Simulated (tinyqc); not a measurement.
# Read current of a NAND string, cells in series solved by shooting: effect of the position of the selected cell

Cells in series, numbered from 0 at the source line (0 V) to the bit line, each followed by a gap resistance Rg. A cell with gate Vg, threshold VT, source Vs and drain Vd passes I = 2 nf K Vt^2 [F(Vs) - F(Vd)]/(1 + th max(Vg - VT, 0)), F(V) = ln^2(1 + exp((Vg - VT - nf V)/(2 nf Vt))). The selected cell has Vg = Vr, the others Vg = Vp.

For a trial current I start at 0 V and, cell by cell, solve for the drain: sqrt(F(Vd)) = sqrt(F(Vs) - I/k), k = 2 nf K Vt^2/(1 + th max(Vg - VT, 0)), Vd = [Vg - VT - 2 nf Vt ln(exp(sqrt F) - 1)]/nf, then add I Rg. The string current is the I for which the last node reaches Vbl. The apparent threshold is the Vr at which I = Is. Background: all other cells erased (VT = Ve) or all in the highest state (VT = Vh); ratio and shift are high over erased and high minus erased. The string has 32 cells, numbered from the source.

Inputs (values chosen for the exercise); values of the order met in vertical NAND strings:
- T = 358 K (temperature)
- K = 26 uA/V^2 (gain factor of a cell)
- nf = 1.3 (slope factor)
- th = 0.15 1/V (mobility reduction factor)
- Rg = 1.9 kohm (resistance of the gap between cells)
- Vbl = 0.5 V (bit-line voltage)
- Vp = 5.8 V (pass voltage)
- Ve = -1.8 V (threshold of an erased cell)
- Vh = 4.3 V (threshold of the highest state)
- Vx = 0.3 V (threshold of the selected cell)
- Is = 50 nA (sensing current)
- Vr = 1.12 V (read voltage on the selected word line)

Constants: q = 1.602176634e-19 C, kB = 1.380649e-23 J/K, Vt = kB T/q. Results are converted to the units shown.

Results:
```
j,"I, others erased (uA)","I, others high (uA)",ratio,"apparent VT, erased (V)","apparent VT, high (V)",background shift (mV)
0,1.067,0.3644,0.3415,0.3281,0.3281,1.881e-4
9,1.036,0.3624,0.3498,0.3356,0.3479,12.27
13,1.018,0.3612,0.3548,0.3389,0.3567,17.80
18,0.9895,0.3590,0.3628,0.3431,0.3679,24.78
22,0.9608,0.3563,0.3708,0.3465,0.3769,30.42
27,0.9159,0.3504,0.3826,0.3507,0.3882,37.54
31,0.8723,0.3414,0.3914,0.3540,0.3973,43.30
```

Estimate the missing row, j = 4.

Computed row:
```
j,"I, others erased (uA)","I, others high (uA)",ratio,"apparent VT, erased (V)","apparent VT, high (V)",background shift (mV)
4,1.055,0.3636,0.3448,0.3314,0.3368,5.423
```

With this row back in the table: From the source end to the bit-line end the apparent VT with high neighbours rises from 0.3281 to 0.3973 V and the background shift rises from 1.88e-4 to 43.3 mV. Cells and gaps on the source side raise the source of the selected cell, which costs nf times that voltage in gate drive; those on the drain side only lower its drain voltage.

tinyqc, about 0.4 s, one thread, Intel Xeon 2.30GHz (shared host): `OMP_NUM_THREADS=1 python tinyqc.py 2142044 2142045 out.jsonl`
